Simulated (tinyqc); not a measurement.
X-ray reflectivity of a thin film on silicon: critical angles, Parratt recursion, fringes and roughness: one step, computed by the program tinyqc. Command: `OMP_NUM_THREADS=1 python tinyqc.py 3120258 3120259 out.jsonl xrr walk`. One thread of a shared host (Intel(R) Xeon(R) Processor @ 2.30GHz), about 0.01 s of CPU time with the checks.

n = 1 - delta + i beta; the classical electron radius is r_e = 2.8179403e-6 nm. Layer 0 is vacuum, 1 the film, 2 the substrate.

Problem. Reflectivity at one angle. k_j = (2 pi/lambda) sqrt(sin^2 theta - 2 delta_j + 2 i beta_j); r_ij = (k_i - k_j)/(k_i + k_j) x exp(-2 k_i k_j sigma^2) (Nevot-Croce); r = (r_01 + r_12 p)/(1 + r_01 r_12 p), p = exp(2 i k_1 d); R = |r|^2.

Inputs (values chosen for the exercise, modelled on TaN on silicon, copper K-alpha radiation):

| quantity | value | unit |
|---|---|---|
| wavelength lambda | 0.15406 | nm |
| film thickness d | 57 | nm |
| roughness of the surface sigma_1 | 1.2 | nm |
| roughness of the interface sigma_2 | 0.35 | nm |
| grazing angle theta | 2.1 | degrees |

Constants:

| layer | rho_e (1/nm^3) | delta | beta | critical angle (degrees) | q_c (1/nm) |
|---|---|---|---|---|---|
| film | 3564.144 | 3.793909e-05 | 3.262762e-06 | 0.4990926 | 0.7105235 |
| substrate | 711.402 | 7.572626e-06 | 1.741704e-07 | 0.2229774 | 0.3174375 |

Give: k_0, k_1, k_2; 1000 r_01; 1000 r_12; p; reflectivity R; q = 4 pi sin(theta)/lambda.

Solution.

k_0, k_1, k_2 (1/nm): 1.4945  1.4516+0.0037i  1.4860+0.0002i

1000 r_01 = 0.028077-0.002942i

1000 r_12 = -6.8974+0.7302i

p = -0.34333+0.55544i

reflectivity R = 2.0648e-05

q = 4 pi sin(theta)/lambda = 2.9890 1/nm
